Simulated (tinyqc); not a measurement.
Plane-wave Kohn-Sham cycle with exchange-only LDA in a layered model solid, step by step. Computed by tinyqc, a small Python program that keeps every step. Settings: points = 16, plane-wave index or count = 3, electrons = 4, k points = 3, area = 31.0, mixing = 0.1, iteration cap = 69. Command: `OMP_NUM_THREADS=1 python tinyqc.py 20878 20879 out.jsonl` (the two numbers bound the seeds that draw the settings). One thread of a shared host (Intel(R) Xeon(R) Processor @ 2.60GHz), about 0.03 s of CPU time with the checks. Later iterations appear only in the table of the cycle.

## Iteration 1: potential

A solid whose potential varies along x alone (atomic units):

| parameter | value |
|---|---|
| period a | 15.200000 |
| cross-section of the cell | 31.000000 |
| electrons per cell | 4 |
| grid points | 16 |
| plane waves -n..n, n | 3 |
| k points | 3 |
| V1 in V1 cos(2 pi x/a) | -0.710000 |
| V2 in V2 cos(4 pi x/a) | -0.030000 |

density at the start, on the grid x_j = j a/N (e/bohr^3): 0.00848896  0.00848896  0.00848896  0.00848896  0.00848896  0.00848896  0.00848896  0.00848896  0.00848896  0.00848896  0.00848896  0.00848896  0.00848896  0.00848896  0.00848896  0.00848896

V_H(G) = 4 pi rho(G)/G^2 for G != 0 (uniform background); v_x = -(3 rho/pi)^(1/3); V = V_ext + V_H + v_x; Fourier components f(G_m) = (1/N) sum_j f(x_j) exp(-i G_m x_j).

Potentials on the grid (hartree):

| x | V_ext | V_H | v_x | V |
|---|---|---|---|---|
| 0.000000 | -0.740000 | 0.000000 | -0.200882 | -0.940882 |
| 0.950000 | -0.677168 | 0.000000 | -0.200882 | -0.878050 |
| 1.900000 | -0.502046 | 0.000000 | -0.200882 | -0.702928 |
| 2.850000 | -0.250492 | 0.000000 | -0.200882 | -0.451374 |
| 3.800000 | 0.030000 | 0.000000 | -0.200882 | -0.170882 |
| 4.750000 | 0.292918 | 0.000000 | -0.200882 | 0.092036 |
| 5.700000 | 0.502046 | 0.000000 | -0.200882 | 0.301163 |
| 6.650000 | 0.634741 | 0.000000 | -0.200882 | 0.433859 |
| 7.600000 | 0.680000 | 0.000000 | -0.200882 | 0.479118 |
| 8.550000 | 0.634741 | 0.000000 | -0.200882 | 0.433859 |
| 9.500000 | 0.502046 | 0.000000 | -0.200882 | 0.301163 |
| 10.450000 | 0.292918 | 0.000000 | -0.200882 | 0.092036 |
| 11.400000 | 0.030000 | 0.000000 | -0.200882 | -0.170882 |
| 12.350000 | -0.250492 | 0.000000 | -0.200882 | -0.451374 |
| 13.300000 | -0.502046 | 0.000000 | -0.200882 | -0.702928 |
| 14.250000 | -0.677168 | 0.000000 | -0.200882 | -0.878050 |

V(G_m), m = 0, 1, 2, ... (hartree): -0.200882  -0.355000  -0.015000  0.000000  0.000000  0.000000  0.000000

## Iteration 1: Hamiltonian at one k

k = 0.000000 2 pi / a

H(m,m') = (k + G_m)^2/2 delta + V(G_m - G_m'), with V(-G) = V(G).

H (hartree), lower triangle:
```
           -3         -2         -1         +0         +1         +2        +3
-3   0.568044
-2  -0.355000   0.140863
-1  -0.015000  -0.355000  -0.115446
+0   0.000000  -0.015000  -0.355000  -0.200882
+1   0.000000   0.000000  -0.015000  -0.355000  -0.115446
+2   0.000000   0.000000   0.000000  -0.015000  -0.355000   0.140863
+3   0.000000   0.000000   0.000000   0.000000  -0.015000  -0.355000  0.568044
```

## Iteration 1: levels at that k

Diagonalise the Hermitian matrix.

eigenvalues (hartree): -0.759485  -0.409204  -0.083809  0.215671  0.410024  0.801994  0.810849

## Iteration 1: new density

Motion across x is left out: the lowest 2 band(s) hold two electrons at each of the k points (j + 1/2)/nk - 1/2. Residual R = rho(out) - rho(in); rho(new) = rho(in) + 0.1 R. rho(out) = 2/(a A nk) sum |psi|^2 with psi = sum c exp(i G x). Harris energy E = band energy - dV sum rho (V_H/2 + v_x) + (3/4) dV sum rho v_x with rho(in), dV = a A/N, band energy = (2/nk) sum of the filled levels.

rho(out) (e/bohr^3): 0.02069636  0.02319205  0.02124805  0.01052617  0.00232622  0.00020892  0.00003055  0.00002872  0.00000571  0.00002872  0.00003055  0.00020892  0.00232622  0.01052617  0.02124805  0.02319205

density after iteration 1 (e/bohr^3): 0.00970970  0.00995927  0.00976487  0.00869268  0.00787269  0.00766096  0.00764312  0.00764294  0.00764064  0.00764294  0.00764312  0.00766096  0.00787269  0.00869268  0.00976487  0.00995927

energy per cell = -2.13321324 hartree

## Iteration 2: potential

As before.

Potentials on the grid (hartree):

| x | V_ext | V_H | v_x | V |
|---|---|---|---|---|
| 0.000000 | -0.740000 | 0.098545 | -0.210084 | -0.851539 |
| 0.950000 | -0.677168 | 0.091316 | -0.211868 | -0.797720 |
| 1.900000 | -0.502046 | 0.067874 | -0.210481 | -0.644653 |
| 2.850000 | -0.250492 | 0.030897 | -0.202477 | -0.422072 |
| 3.800000 | 0.030000 | -0.008694 | -0.195899 | -0.174593 |
| 4.750000 | 0.292918 | -0.041910 | -0.194127 | 0.056882 |
| 5.700000 | 0.502046 | -0.065897 | -0.193976 | 0.242173 |
| 6.650000 | 0.634741 | -0.080303 | -0.193974 | 0.360464 |
| 7.600000 | 0.680000 | -0.085110 | -0.193955 | 0.400935 |
| 8.550000 | 0.634741 | -0.080303 | -0.193974 | 0.360464 |
| 9.500000 | 0.502046 | -0.065897 | -0.193976 | 0.242173 |
| 10.450000 | 0.292918 | -0.041910 | -0.194127 | 0.056882 |
| 11.400000 | 0.030000 | -0.008694 | -0.195899 | -0.174593 |
| 12.350000 | -0.250492 | 0.030897 | -0.202477 | -0.422072 |
| 13.300000 | -0.502046 | 0.067874 | -0.210481 | -0.644653 |
| 14.250000 | -0.677168 | 0.091316 | -0.211868 | -0.797720 |

V(G_m), m = 0, 1, 2, ... (hartree): -0.200603  -0.313328  -0.012708  0.000015  0.000323  0.000196  0.000031

## Iteration 2: Hamiltonian at one k

k = 0.000000 2 pi / a

As before.

H (hartree), lower triangle:
```
           -3         -2         -1         +0         +1         +2        +3
-3   0.568324
-2  -0.313328   0.141143
-1  -0.012708  -0.313328  -0.115166
+0   0.000015  -0.012708  -0.313328  -0.200603
+1   0.000323   0.000015  -0.012708  -0.313328  -0.115166
+2   0.000196   0.000323   0.000015  -0.012708  -0.313328   0.141143
+3   0.000031   0.000196   0.000323   0.000015  -0.012708  -0.313328  0.568324
```

## Iteration 2: levels at that k

As before.

eigenvalues (hartree): -0.683339  -0.359010  -0.062325  0.207655  0.363740  0.758010  0.763267

## Iteration 2: new density

As before.

rho(out) (e/bohr^3): 0.02014450  0.02257594  0.02104992  0.01101572  0.00277969  0.00033476  0.00005084  0.00002943  0.00000632  0.00002943  0.00005084  0.00033476  0.00277969  0.01101572  0.02104992  0.02257594

density after iteration 2 (e/bohr^3): 0.01075318  0.01122094  0.01089338  0.00892499  0.00736339  0.00692834  0.00688389  0.00688159  0.00687721  0.00688159  0.00688389  0.00692834  0.00736339  0.00892499  0.01089338  0.01122094

energy per cell = -1.89511190 hartree

## Convergence

Stop when sqrt(dV sum R^2) is below 1e-8, dV = a A/N.

Course of the cycle:

| iteration | E (hartree) | norm of the residual |
|---|---|---|
| 1 | -2.13321324 | 2.09e-01 |
| 2 | -1.89511190 | 1.83e-01 |
| 3 | -1.71000018 | 1.60e-01 |
| 4 | -1.56812305 | 1.38e-01 |
| 5 | -1.46108472 | 1.18e-01 |
| 6 | -1.38175342 | 1.01e-01 |
| 7 | -1.32412324 | 8.52e-02 |
| 8 | -1.28318279 | 7.15e-02 |
| 9 | -1.25480223 | 5.96e-02 |
| 10 | -1.23563622 | 4.95e-02 |
| 11 | -1.22303682 | 4.12e-02 |
| ... | ... | ... |
| 59 | -1.20208124 | 1.80e-04 |
| 60 | -1.20208125 | 1.63e-04 |
| 61 | -1.20208126 | 1.47e-04 |
| 62 | -1.20208126 | 1.33e-04 |
| 63 | -1.20208127 | 1.20e-04 |
| 64 | -1.20208127 | 1.08e-04 |
| 65 | -1.20208127 | 9.78e-05 |
| 66 | -1.20208128 | 8.83e-05 |
| 67 | -1.20208128 | 7.98e-05 |
| 68 | -1.20208128 | 7.21e-05 |
| 69 | -1.20208128 | 6.51e-05 |

Not converged within 69 iterations: the residual falls steadily but slowly, by a factor of about 0.90 a step. Reruns (cap 100 unless said): mixing 0.5, Kerker q0 1.0: not converged; mixing 0.3, Pulay depth 5: converged in 17 (E = -1.20208); the original settings with a cap of 400: converged in 156 (E = -1.20208).
